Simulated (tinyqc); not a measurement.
Off-state leakage of single and stacked transistors: two steps of the calculation.

n-channel devices of unit width. Subthreshold current I(Vg, Vs, Vd) = I0 (T/300 K)^0.5 exp[(Vg - Vs - VT(T) - gb (Vs - Vb) + dd (Vd - Vs))/(nf Vt)] (1 - exp(-(Vd - Vs)/Vt)), VT(T) = VT - cT (T - 300 K). Gate-edge tunnelling Ig (Vd/1 V) exp(ag (Vd - 1 V)), for a gate at 0 V, and band-to-band leakage Ab u exp(-Bb/u), u = Vd - Vb + 1 V, flow at a drain held at V; both are taken as independent of T. In a stack of off transistors (all gates at 0 V) the same subthreshold current passes through each.

Parameters, values chosen for the exercise; values of the order met in bulk silicon logic transistors:
```
symbol,value,unit,meaning
T,398,K,temperature
V,0.8,V,supply voltage
VT,0.29,V,"threshold at 300 K, zero drain and body bias"
cT,0.9,mV/K,fall of the threshold with temperature
I0,0.14,uA/um,current at threshold at 300 K
nf,1.21,,slope factor
dd,0.08,,drain-induced lowering per volt
gb,0.17,,rise of the threshold per volt of source-body bias
Ig,0.0001,uA/um,gate-edge tunnelling current at 1 V
ag,4.6,1/V,exponential slope of the gate current
Ab,80,uA/(um V),prefactor of band-to-band leakage at the drain
Bb,22,V,its exponential voltage
Vb,-0.6,V,body voltage
```

Constants: q = 1.602176634e-19 C, kB = 1.380649e-23 J/K, Vt = kB T/q. Results are converted to the units shown.

Task 1. Leakage of one transistor. Vg = Vs = 0, Vd = V; effective threshold VT(T) - gb Vb - dd V.

Wanted: effective threshold; parts; total; shares.

Result 1.

effective threshold = 0.23980 V
parts (nA/um): subthreshold 0.49886, gate edge 0.031882, band-to-band 20.057
total = 20.588 nA/um
shares (%): subthreshold 2.4231, gate edge 0.15486, band-to-band 97.422

The band-to-band part is the largest.

Task 2. New Vx. Stack of two, Vx the node between them: I_low = I(0, 0, Vx), I_up = I(0, Vx, V), f = ln(I_up/I_low), f' = -(1 + gb + 2 dd)/(nf Vt) - 1/(Vt (exp(Vx/Vt) - 1)) - 1/(Vt (exp((V - Vx)/Vt) - 1)), Vx(new) = Vx - f/f'.

Vx at the start = 0.048 V

Give: I_low; I_up; f; f'; Vx after iteration 1.

Result 2.

I_low = 0.08818 nA/um
I_up = 0.1175 nA/um
f = 0.2872
f' = -41.60 1/V
Vx after iteration 1 = 0.05490 V

Numbers from tinyqc (`OMP_NUM_THREADS=1 python tinyqc.py 2242230 2242231 out.jsonl`; about 0.03 s on one thread of a shared Intel Xeon 2.30GHz).
